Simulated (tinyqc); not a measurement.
Configuration-coordinate model of a defect: Huang-Rhys factor and luminescence line shape: one step, computed by the program tinyqc. Command: `OMP_NUM_THREADS=1 python tinyqc.py 3019920 3019921 out.jsonl ccline walk`. One thread of a shared host (Intel(R) Xeon(R) Processor @ 2.30GHz), about 0.01 s of CPU time with the checks.

Ground state E_g(Q) = (1/2) omega_g^2 Q^2; excited state E_e(Q) = E_0 + (1/2) omega_e^2 (Q - dQ)^2 with omega_e = omega_g and E_0 = E_ZPL. Q is mass-weighted; the dipole does not depend on Q (Condon approximation).

Question. Emission lines at zero temperature. From the lowest excited level the line to ground level n lies at E_ZPL - n hbar omega_g with Franck-Condon weight exp(-S) S^n/n!; the emitted intensity carries a further factor E^3. S = S_g; up to eleven lines, of positive energy only, from n = max(0, integer part of S - 5).

Inputs (values chosen for the exercise, for a model defect in a wide-gap host): zero-phonon energy E_ZPL = 2.37 eV; ground-state phonon hbar omega_g = 92.9 meV.

Modes: equal frequencies in both states.

S_g = 8.449400

Give: Lines.

Answer.

Lines:
```
n,energy (eV),weight,intensity / largest
3,2.0913,0.0215,0.296
4,1.9984,0.0455,0.546
5,1.9055,0.0768,0.800
6,1.8126,0.1082,0.970
7,1.7197,0.1306,1.000
8,1.6268,0.1379,0.894
9,1.5339,0.1295,0.704
10,1.4410,0.1094,0.493
11,1.3481,0.0840,0.310
12,1.2552,0.0592,0.176
13,1.1623,0.0385,0.091
```

The weight peaks at n = 8 and the intensity at n = 7.
